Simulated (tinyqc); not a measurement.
Off-state leakage of single and stacked transistors: leakage components against the body voltage.

n-channel devices of unit width. Subthreshold current I(Vg, Vs, Vd) = I0 (T/300 K)^0.5 exp[(Vg - Vs - VT(T) - gb (Vs - Vb) + dd (Vd - Vs))/(nf Vt)] (1 - exp(-(Vd - Vs)/Vt)), VT(T) = VT - cT (T - 300 K). Gate-edge tunnelling Ig (Vd/1 V) exp(ag (Vd - 1 V)), for a gate at 0 V, and band-to-band leakage Ab u exp(-Bb/u), u = Vd - Vb + 1 V, flow at a drain held at V; both are taken as independent of T. In a stack of off transistors (all gates at 0 V) the same subthreshold current passes through each.

One transistor with Vg = Vs = 0, Vd = V; stack factor I(one)/I(two in series).

Values chosen for this exercise; values of the order met in bulk silicon logic transistors:
- T = 330 K (temperature)
- V = 1 V (supply voltage)
- VT = 0.41 V (threshold at 300 K, zero drain and body bias)
- cT = 0.6 mV/K (fall of the threshold with temperature)
- I0 = 0.13 uA/um (current at threshold at 300 K)
- nf = 1.3 (slope factor)
- dd = 0.07 (drain-induced lowering per volt)
- gb = 0.11 (rise of the threshold per volt of source-body bias)
- Ig = 2e-6 uA/um (gate-edge tunnelling current at 1 V)
- ag = 4.6 1/V (exponential slope of the gate current)
- Ab = 200 uA/(um V) (prefactor of band-to-band leakage at the drain)
- Bb = 20 V (its exponential voltage)

Constants: q = 1.602176634e-19 C, kB = 1.380649e-23 J/K, Vt = kB T/q. Results are converted to the units shown.

The same in every row: gate edge (nA/um) = 0.002000; stack factor = 6.754.

Results:
```
Vb (V),subthreshold (nA/um),band-to-band (nA/um),total (nA/um),largest part
0.2,0.04077,5.380,5.423,band-to-band
0,0.02248,18.16,18.18,band-to-band
-0.2,0.01240,49.58,49.60,band-to-band
-0.4,0.006839,115.4,115.4,band-to-band
-0.6,0.003772,237.3,237.3,band-to-band
-0.8,0.002080,442.7,442.7,band-to-band
-1,0.001147,763.6,763.6,band-to-band
-1.4,3.489e-4,1896,1896,band-to-band
```

Estimate the missing row, Vb = -1.2 V.

Computed row:
```
Vb (V),subthreshold (nA/um),band-to-band (nA/um),total (nA/um),largest part
-1.2,6.327e-4,1235,1235,band-to-band
```

With this row back in the table: As Vb goes from 0.2 to -1.4, the total leakage rises from 5.42 to 1900 nA/um. The band-to-band part leads at Vb = 0.2 and in all other rows. The reduction by a stack of two stays at 6.75, for the subthreshold part alone. For Vb = 0.2 the body is forward biased; the junction current, left out, is still small at this voltage.

Computed by the program tinyqc: `OMP_NUM_THREADS=1 python tinyqc.py 2242054 2242055 out.jsonl`, one thread of a shared Intel Xeon 2.30GHz, about 0.03 s for the whole run.
